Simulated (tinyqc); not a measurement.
# Gate sheet resistance from two finger widths

Problem. At low frequency R = Rsh Wf/(3 L) + B/Wf, where B collects the channel and vertical terms. Find Rsh, B and the width of lowest R.

Inputs (values chosen for the exercise):
```
symbol  value  unit         meaning
L        0.99    um  channel length
```

input resistance of single fingers, contacted at one end, of width 1.5 and 5.7 um (ohm): 50.161616  70.361510

Answer. R Wf is a straight line in Wf^2; the minimum of R lies where both terms are equal.

Rsh = 32.00 ohm/square
B = 51.00 ohm um
width of lowest R = 2.176 um

tinyqc, about 0.01 s, one thread, Intel Xeon 2.30GHz (shared host): `OMP_NUM_THREADS=1 python tinyqc.py 2262227 2262228 out.jsonl`
